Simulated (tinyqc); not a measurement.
Read current of a NAND string, cells in series solved by shooting: one step of the calculation.

Cells in series, numbered from 0 at the source line (0 V) to the bit line, each followed by a gap resistance Rg. A cell with gate Vg, threshold VT, source Vs and drain Vd passes I = 2 nf K Vt^2 [F(Vs) - F(Vd)]/(1 + th max(Vg - VT, 0)), F(V) = ln^2(1 + exp((Vg - VT - nf V)/(2 nf Vt))). The selected cell has Vg = Vr, the others Vg = Vp.

Question. Node voltages for a trial current. For a trial current I start at 0 V and, cell by cell (the selected one is cell 3), solve for the drain: sqrt(F(Vd)) = sqrt(F(Vs) - I/k), k = 2 nf K Vt^2/(1 + th max(Vg - VT, 0)), Vd = [Vg - VT - 2 nf Vt ln(exp(sqrt F) - 1)]/nf, then add I Rg.

Values chosen for this exercise; values of the order met in vertical NAND strings:
```
symbol,value,unit,meaning
T,300,K,temperature
K,5.4,uA/V^2,gain factor of a cell
nf,1.9,,slope factor
th,0.16,1/V,mobility reduction factor
Rg,5.4,kohm,resistance of the gap between cells
Vbl,0.5,V,bit-line voltage
Vp,8,V,pass voltage
Vr,3.49,V,read voltage on the selected word line
```

Constants: q = 1.602176634e-19 C, kB = 1.380649e-23 J/K, Vt = kB T/q. Results are converted to the units shown.

first trial current = 0.48 uA
thresholds from the source end, cell 0 to 3 (V): [-0.5, 4.4, 4.4, 2.5]

Wanted: node voltage after each cell and gap, trial 1.

Answer.

node voltage after each cell and gap, trial 1, cell 0 to 3 (V): [0.02734, 0.06984, 0.1133, 0.2835]

Numbers from tinyqc (`OMP_NUM_THREADS=1 python tinyqc.py 2142203 2142204 out.jsonl`; about 1 s on one thread of a shared Intel Xeon 2.30GHz).
